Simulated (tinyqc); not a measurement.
Three-band tight binding of a dichalcogenide monolayer, step by step. Values are carried at full precision from step to step, so a last printed digit may differ when a step is redone from the rounded ones.

Basis dz2, dxy, dx2-y2 on a triangular lattice, nearest neighbours; alpha = kx a/2, beta = sqrt3 ky a/2. h0 = e1 + 2 t0 (cos 2alpha + 2 cos alpha cos beta); h1 = -2 sqrt3 t2 sin alpha sin beta + 2i t1 (sin 2alpha + sin alpha cos beta); h2 = 2 t2 (cos 2alpha - cos alpha cos beta) + 2i sqrt3 t1 cos alpha sin beta; h11 = e2 + 2 t11 cos 2alpha + (t11 + 3 t22) cos alpha cos beta; h22 = e2 + 2 t22 cos 2alpha + (3 t11 + t22) cos alpha cos beta; h12 = sqrt3 (t22 - t11) sin alpha sin beta + 4i t12 sin alpha (cos alpha - cos beta) + i lam sz. H = [[h0, h1, h2], [., h11, h12], [., ., h22]], Hermitian; the lowest band of each spin is filled. K = (4 pi/3a, 0), M = (pi/a, pi/(sqrt3 a)).

Parameters, chosen for this exercise (near a published set for monolayer WS2; the results hold for these values, not for the real material): a = 3.189 angstrom (lattice constant); e1 = 1.129 eV (level of dz2); e2 = 2.294 eV (level of dxy and dx2-y2); t0 = -0.206 eV (hopping); t1 = 0.571 eV (hopping); t2 = 0.546 eV (hopping); t11 = 0.286 eV (hopping); t12 = 0.389 eV (hopping); t22 = -0.061 eV (hopping); lam = 0.211 eV (spin-orbit constant); sz = -1 (spin); k = (0.48, 0.53) 1/angstrom (wave vector).

## H at one k

Form alpha, beta and the matrix.

alpha, beta (rad): [0.76536, 1.46373]

H (eV), rows z2, xy, x2-y2 and columns alike:
$$\begin{pmatrix}
1.0490 & -1.3029+1.2256i & -0.0404+1.4182i \\
-1.3029-1.2256i & 2.3249 & -0.4140+0.4512i \\
-0.0404-1.4182i & -0.4140-0.4512i & 2.3505
\end{pmatrix}$$

## Levels and weights

Diagonalise H.

levels (eV): [-0.9169, 2.9259, 3.7154]

weights, rows z2, xy, x2-y2; columns band 1, band 2, band 3:
$$\begin{pmatrix}
0.574 & 0.010 & 0.416 \\
0.248 & 0.308 & 0.445 \\
0.178 & 0.683 & 0.139
\end{pmatrix}$$

## Closed forms at K and Gamma

Three-band model of dz2 (level e1) and dxy, dx2-y2 (level e2), spin sz = +/-1; t1 and t2 drop out at these points. At K: e2 - (3/2)(t11 + t22) - 3 sqrt3 t12 + lam sz (valence), e1 - 3 t0 (conduction), e2 - (3/2)(t11 + t22) + 3 sqrt3 t12 - lam sz. At Gamma: e1 + 6 t0 (valence) and e2 + 3 (t11 + t22) -/+ lam.

Levels (eV):
```
point          band 1  band 2  band 3
K, spin up     0.1462  1.7470  3.7668
K, spin down  -0.2758  1.7470  4.1888
Gamma         -0.1070  2.7580  3.1800
```

smallest direct gap at K = 1.6008 eV
Ev(K) - Ev(Gamma) = 0.2532 eV

Of the two points, the valence band is higher at K, by 253 meV. The dz2 conduction state at K has no atomic orbital angular momentum (Lz = 0) and is not split at this order.

## Bands for both spins

The two lowest bands at the points named.

Levels (eV):
```
k           v, up   c, up  v, down  c, down
G         -0.1070  2.7580  -0.1070   2.7580
G-K 0.25  -0.5754  2.8295  -0.6171   2.9675
G-K 0.5   -0.9282  2.9813  -1.0813   3.2604
G-K 0.6   -0.8605  3.1360  -1.0603   3.2206
G-K 0.75  -0.5215  2.7171  -0.7956   2.5965
G-K 0.9   -0.0235  1.9700  -0.3981   1.9266
K          0.1462  1.7470  -0.2758   1.7470
K-M 0.5   -0.4014  2.5124  -0.6514   2.3905
M         -0.7342  2.7458  -0.7342   2.7458
M-G 0.5   -0.9332  2.8404  -0.9332   2.8404
```

The spins are degenerate from M to Gamma, since a vertical mirror plane holds this line and flips sz, and the valence splitting is largest at K (422 meV). The lowest conduction level listed is at K. With nearest neighbours alone the model is made for the neighbourhood of K.

## Checks

- Closed forms at K against the matrix: they agree to 1e-10 or better.

Computed by tinyqc, a small Python program: `OMP_NUM_THREADS=1 python tinyqc.py 1450648 1450649 out.jsonl` (the numbers bound the seed that draws the inputs); one thread of a shared host (Intel(R) Xeon(R) Processor @ 2.30GHz), about 0.01 s for the whole set of steps.
